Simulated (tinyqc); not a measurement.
Thin-film optics by transfer matrices: one step. Reflection and transmission. Three cases, with inputs chosen for the exercise.

Task: Close the stack on the substrate.

Indices N = n + i k. Snell: N0 sin(theta) = N_j sin(theta_j), with Im(N_j cos theta_j) >= 0. Admittance y_j = N_j cos theta_j for s and N_j/cos theta_j for p. Phase delta_j = 2 pi N_j cos theta_j d_j/lambda. Layer matrix [[cos delta, -i sin delta/y], [-i y sin delta, cos delta]], multiplied from the top down to M. (B, C) = M (1, y_sub); r = (y0 B - C)/(y0 B + C), R = |r|^2, T = 4 Re y0 Re y_sub/|y0 B + C|^2, absorbed in the films 1 - R - T.

Give: B, C; r; R; T into the substrate; absorbed in the films.

Case 1.

M:
$$\begin{pmatrix}
0.438630-0.007966i & -0.002018-0.288762i \\
0.049393-3.493218i & -0.019773-0.016803i
\end{pmatrix}$$

y_j: ambient 1.154701, film 1 4.014756+0.038682i, film 2 1.538298, substrate 3.951290+0.019831i

Result:

B, C: [0.4364-1.1490i, -0.0284-3.5600i]

r = -0.4422+0.1520i
R = 0.2186
T into the substrate = 0.7571
absorbed in the films = 0.0243

The bare substrate would reflect 0.3000.

Case 2.

M:
$$\begin{pmatrix}
-0.098241 & -0.534380i \\
-1.853265i & -0.098241
\end{pmatrix}$$

y_j: ambient 0.707107, film 1 1.862274, substrate 0.261144+3.384229i

Result:

B, C: [1.7102-0.1396i, -0.0257-2.1857i]

r = -0.4994+0.7994i
R = 0.8884
T into the substrate = 0.1116
absorbed in the films = 0.0000

The bare substrate would reflect 0.9404.

Case 3.

M:
$$\begin{pmatrix}
0.682767+0.006587i & 0.001892+0.360545i \\
0.010721+1.477183i & 0.684640+0.003151i
\end{pmatrix}$$

y_j: ambient 3.863703, film 1 2.023013, film 2 2.017157+0.011154i, substrate 4.023484+0.018329i

Result:

B, C: [0.6838+1.4573i, 2.7653+1.5024i]

r = 0.3592+0.2896i
R = 0.2129
T into the substrate = 0.7762
absorbed in the films = 0.0110

The bare substrate would reflect 0.0004.

Computed by tinyqc, one run a case: `OMP_NUM_THREADS=1 python tinyqc.py N N+1 out.jsonl` with N = 1682339, 1682432, 1682451; one thread of a shared Intel(R) Xeon(R) Processor @ 2.30GHz, about 0.02 s a run at most.
